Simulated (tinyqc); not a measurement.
Capacitance shares from swing and barrier lowering.

Problem. Below threshold the charge is negligible, so the band edge moves as -(aG Vg + aD Vd), aG = CG/CS, aD = CD/CS (CG, CD the capacitances of the barrier top to gate and drain, CS the total), and I goes as exp((aG Vg + aD Vd)/Vt) once Vd is well above Vt. Find aG, aD, CS and CD.

Inputs (values chosen for the exercise): temperature T = 300 K.

Constants: q = 1.602176634e-19 C, kB = 1.380649e-23 J/K, Vt = kB T/q. Results are converted to the units shown.

swing = 74.408037 mV/decade
DIBL = 53.75 mV/V
CG = 11.887063 pF/cm

Answer. The swing is Vt ln 10/aG and the DIBL, -dVg/dVd at fixed current, is aD/aG.

aG = 0.8000
aD = 0.04300
CS = 14.86 pF/cm
CD = 0.6389 pF/cm

Computed by the program tinyqc: `OMP_NUM_THREADS=1 python tinyqc.py 2400122 2400123 out.jsonl`, one thread of a shared Intel Xeon 2.30GHz, about 0.06 s for the whole run.
